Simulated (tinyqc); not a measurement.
Input admittance of a MOSFET at zero drain bias: distributed channel and distributed gate: two steps of the calculation.

Source and drain grounded, strong inversion, w = 2 pi f, Cox = eps0 eox/tox. The channel is an RC line of resistance 1/(mu Cox Vo) per square fed from both ends, so one finger has the intrinsic admittance y = i w Cox L tanh(g)/g per width, g = (1/2) sqrt(i w tau), tau = L^2/(mu Vo). The vertical resistance rv/L is in series with y, the overlaps 2 i w Cov in parallel: y_t = 1/(1/y + rv/L) + 2 i w Cov. The gate strip is a line of Rsh/L per length loaded by y_t, so a finger has Y = y_t Wf tanh(k)/k, k = (Wf/sd) sqrt(y_t Rsh/L); the device has Nf Y.

Inputs (values chosen for the exercise); values of the order met in silicon radio-frequency transistors: relative permittivity of the gate insulator (close to zirconium oxide) eox = 24.6; insulator thickness tox = 17 nm; channel length L = 0.33 um; finger width Wf = 4.2 um; number of fingers Nf = 32; channel mobility mu = 410 cm^2/(V s); gate overdrive Vo = 0.36 V; sheet resistance of the gate Rsh = 20 ohm/square; vertical resistivity of the gate stack rv = 3.1 ohm um^2; number of ends at which a finger is contacted sd = 2; overlap and fringe capacitance on each side Cov = 0.32 fF/um; frequency f = 28 GHz.

Constants: eps0 = 8.8541878128e-14 F/cm where lengths are in cm. Results are converted to the units shown.

Problem 1. Admittance of the channel and stack per width. tau, g, c = Cox L, y and y_t as defined.

Give: tau; g; c; y; y_t.

Solution 1.

tau = 7.3780 ps
g = 0.40280+0.40280i
c = 4.2281 fF/um
y = 79.11+733.59i uS/um
y_t = 84.10+845.06i uS/um

w tau = 1.30, and Im y is 0.986 of w c.

Problem 2. Input impedance of the device. k and Y as defined; Z = 1/(Nf Y) = R + 1/(i w C); Q = |Im Z|/R; signal at the point farthest from a contact |1/cosh k|.

y_t = 84.09754+845.05655i uS/um

Find: k; Nf Y; R; C; Q; signal at the far point.

Solution 2.

k = 0.35317+0.31976i
Nf Y = 19.48+111.16i mS
R = 1.5293 ohm
C = 651.23 fF
Q = 5.7074
signal at the far point = 0.98476

Computed by the program tinyqc: `OMP_NUM_THREADS=1 python tinyqc.py 2262007 2262008 out.jsonl`, one thread of a shared Intel Xeon 2.30GHz, about 0.01 s for the whole run.
